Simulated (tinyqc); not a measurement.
Atomic layer deposition: Langmuir saturation, growth per cycle and coating of deep features: one step, computed by the program tinyqc.

Precursor A sticks only on free sites, so a long enough pulse saturates; co-reactant B then frees the sites again.

Question. The first four cycles. One cycle from coverage th0: pulse A gives th1 = th_s + (th0 - th_s) exp(-(k_a + k_d) t), th_s = k_a/(k_a + k_d); the purge leaves th2 = th1 exp(-k_d t_p); pulse B converts c_B th2 into film and leaves th3 = (1 - c_B) th2. Growth = G c_B th2. Start from th0 = 0.

Inputs (values chosen for the exercise, modelled on silicon dioxide from an aminosilane and ozone):

| quantity | value | unit |
|---|---|---|
| growth per cycle at saturation G | 1.3 | angstrom |
| temperature T | 250 | C |
| pulse time t | 0.0089 | s |
| co-reactant completion per pulse c_B | 0.99 | - |
| purge time t_p | 11 | s |

k_a = 155.1761 1/s

k_d = 1.313084e-06 1/s

Give: Cycles.

Answer.

Cycles:

| cycle | th0 | th1 | th2 | th3 | growth (angstrom) |
|---|---|---|---|---|---|
| 1 | 0.000000 | 0.7487 | 0.7487 | 0.007487 | 0.9635 |
| 2 | 0.007487 | 0.7506 | 0.7506 | 0.007506 | 0.9660 |
| 3 | 0.007506 | 0.7506 | 0.7506 | 0.007506 | 0.9660 |
| 4 | 0.007506 | 0.7506 | 0.7506 | 0.007506 | 0.9660 |
